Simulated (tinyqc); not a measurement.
Valley splitting in a one-orbital chain of atomic planes (second-neighbour model): one step. Hoppings from the valley position and mass. Four cases, with inputs chosen for the exercise.

Question. The curvature at the minimum is d2E/dphi2 = 8 u sin^2(phi0) = (2c/ml)/(a/4)^2 with c = hbar^2/2m0; v = -4 u cos(phi0); e0 = 2u + v^2/(4u).

Each (001) plane carries one orbital with energy e0, hopping v to the next plane and u to the second: E(phi) = e0 + 2 v cos(phi) + 2 u cos(2 phi), where phi = pi - k a/4 (the sign of every second orbital is chosen so that v > 0, which shifts the phase by pi). The minimum lies at cos(phi0) = -v/(4u), phi0 = pi - (pi/2) k0 for a valley at k0 (2 pi/a), and e0 puts it at zero. A slab of N planes has hard walls: the matrix simply ends.

Constants: hbar^2/2m0 = 3.80998211 eV angstrom^2.

Give: phi0; u; v; e0.

Case 1.

Values chosen (out of a larger set: near those of the Delta valleys of silicon; abrupt walls in this chain split the valleys several times more than measured wells; not measured data): a = 5.426 angstrom (lattice constant; planes lie a/4 apart); k0 = 0.825 2 pi/a (position of the valley); ml = 0.89 m0 (longitudinal mass).

Answer.

phi0 = 1.84569 rad
u = 0.62787 eV
v = 0.68172 eV
e0 = 1.44079 eV

Case 2.

Values chosen (out of a larger set: near those of the Delta valleys of silicon; abrupt walls in this chain split the valleys several times more than measured wells; not measured data): a = 5.425 angstrom (lattice constant; planes lie a/4 apart); k0 = 0.834 2 pi/a (position of the valley); ml = 0.914 m0 (longitudinal mass).

Answer.

phi0 = 1.83155 rad
u = 0.60689 eV
v = 0.62584 eV
e0 = 1.37512 eV

Case 3.

Values chosen (out of a larger set: near those of the Delta valleys of silicon; abrupt walls in this chain split the valleys several times more than measured wells; not measured data): a = 5.435 angstrom (lattice constant; planes lie a/4 apart); k0 = 0.85 2 pi/a (position of the valley); ml = 0.855 m0 (longitudinal mass).

Answer.

phi0 = 1.80642 rad
u = 0.63820 eV
v = 0.59594 eV
e0 = 1.41551 eV

Case 4.

Values chosen (out of a larger set: near those of the Delta valleys of silicon; abrupt walls in this chain split the valleys several times more than measured wells; not measured data): a = 5.436 angstrom (lattice constant; planes lie a/4 apart); k0 = 0.843 2 pi/a (position of the valley); ml = 0.867 m0 (longitudinal mass).

Answer.

phi0 = 1.81741 rad
u = 0.63254 eV
v = 0.61767 eV
e0 = 1.41588 eV

Computed by tinyqc, one run a case: `OMP_NUM_THREADS=1 python tinyqc.py N N+1 out.jsonl` with N = 1451353, 1451462, 1451703, 1451896; one thread of a shared Intel(R) Xeon(R) Processor @ 2.30GHz, about 0.02 s a run at most.
